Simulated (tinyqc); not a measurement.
Armchair graphene nanoribbon in tight binding: one step. Levels at k. Two cases, with inputs chosen for the exercise.

Question. Diagonalise H.

Case 1.

H(k) (eV), lower triangle (Hermitian):
```
,A1,A2,A3,B1,B2,B3
A1,0
A2,0,0
A3,0,0,0
B1,-2.916602+1.952827i,-2.870406-0.872220i,0,0
B2,-2.870406-0.872220i,-2.492822+1.669083i,-2.870406-0.872220i,0,0
B3,0,-2.870406-0.872220i,-2.916602+1.952827i,0,0,0
```

Case 2.

H(k) (eV), lower triangle (Hermitian):
```
,A1,A2,A3,A4,B1,B2,B3,B4
A1,0
A2,0,0
A3,0,0,0
A4,0,0,0,0
B1,-2.531898+1.438483i,-2.513724-0.664221i,0,0,0
B2,-2.513724-0.664221i,-2.260624+1.284360i,-2.513724-0.664221i,0,0,0
B3,0,-2.513724-0.664221i,-2.260624+1.284360i,-2.513724-0.664221i,0,0,0
B4,0,0,-2.513724-0.664221i,-2.531898+1.438483i,0,0,0,0
```

Give: levels.

Answer.

Case 1.

levels (eV): -6.8051  -3.5100  -3.3182  3.3182  3.5100  6.8051

Case 2.

levels (eV): -6.4123  -4.1405  -2.9524  -2.0153  2.0153  2.9524  4.1405  6.4123

The levels come in pairs +E, -E because only A-B bonds occur.

Computed by tinyqc, one run a case: `OMP_NUM_THREADS=1 python tinyqc.py N N+1 out.jsonl` with N = 1450037, 1450358; one thread of a shared Intel(R) Xeon(R) Processor @ 2.30GHz, about 0.05 s a run at most.
